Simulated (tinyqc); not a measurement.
On-chip power grid, static voltage drop by conjugate gradients: two steps of the calculation.

A grid of 4 rows and 3 columns, node k = 3 row + column. Neighbours in a row are joined by Rx, in a column by Ry; pad nodes, which reach the supply through Rp: 0, 11. Each node draws I0, node 2 draws kh I0. The drops u = Vdd - V solve G u = i, with G the conductance matrix (1/Rp added on the diagonal at pad nodes).

Inputs (values chosen for the exercise): resistance of a horizontal segment Rx = 0.39 ohm; resistance of a vertical segment Ry = 1.4 ohm; resistance from a pad node to the supply Rp = 0.041 ohm; load current of an ordinary node I0 = 3.4 mA; factor on the load at the hot node kh = 1.

Task 1. Diagonal of G, loads and first direction. G_kk = sum of the conductances at node k. Start u = 0, so the residual is r = i; p = r.

Find: G_kk; r at the start; p at the start.

Result 1.

G_kk (S):
```
       col 0  col 1  col 2
row 0  27.67  5.842  3.278
row 1  3.993  6.557  3.993
row 2  3.993  6.557  3.993
row 3  3.278  5.842  27.67
```

r at the start (mA):
```
       col 0  col 1  col 2
row 0  3.400  3.400  3.400
row 1  3.400  3.400  3.400
row 2  3.400  3.400  3.400
row 3  3.400  3.400  3.400
```

p at the start (mA):
```
       col 0  col 1  col 2
row 0  3.400  3.400  3.400
row 1  3.400  3.400  3.400
row 2  3.400  3.400  3.400
row 3  3.400  3.400  3.400
```

Task 2. Conjugate-gradient step. q = G p; a = (r.r)/(p.q); u(new) = u + a p; r(new) = r - a q; b = (r.r)(new)/(r.r); p(new) = r(new) + b p.

u at the start (mV):
```
       col 0  col 1  col 2
row 0      0      0      0
row 1      0      0      0
row 2      0      0      0
row 3      0      0      0
```

r at the start (mA):
```
       col 0  col 1  col 2
row 0    3.4    3.4    3.4
row 1    3.4    3.4    3.4
row 2    3.4    3.4    3.4
row 3    3.4    3.4    3.4
```

p at the start (mA):
```
       col 0  col 1  col 2
row 0    3.4    3.4    3.4
row 1    3.4    3.4    3.4
row 2    3.4    3.4    3.4
row 3    3.4    3.4    3.4
```

Give: q; a; u after iteration 1; r after iteration 1; b; p after iteration 1.

Result 2.

q (mA S):
```
       col 0  col 1  col 2
row 0  82.93   0.00   0.00
row 1   0.00   0.00   0.00
row 2   0.00   0.00   0.00
row 3   0.00   0.00  82.93
```

a = 0.2460 ohm

u after iteration 1 (mV):
```
        col 0   col 1   col 2
row 0  0.8364  0.8364  0.8364
row 1  0.8364  0.8364  0.8364
row 2  0.8364  0.8364  0.8364
row 3  0.8364  0.8364  0.8364
```

r after iteration 1 (mA):
```
        col 0  col 1   col 2
row 0  -17.00   3.40    3.40
row 1    3.40   3.40    3.40
row 2    3.40   3.40    3.40
row 3    3.40   3.40  -17.00
```

b = 5.000

p after iteration 1 (mA):
```
       col 0  col 1  col 2
row 0   0.00  20.40  20.40
row 1  20.40  20.40  20.40
row 2  20.40  20.40  20.40
row 3  20.40  20.40   0.00
```

tinyqc, about 0.1 s, one thread, Intel Xeon 2.30GHz (shared host): `OMP_NUM_THREADS=1 python tinyqc.py 2770145 2770146 out.jsonl`
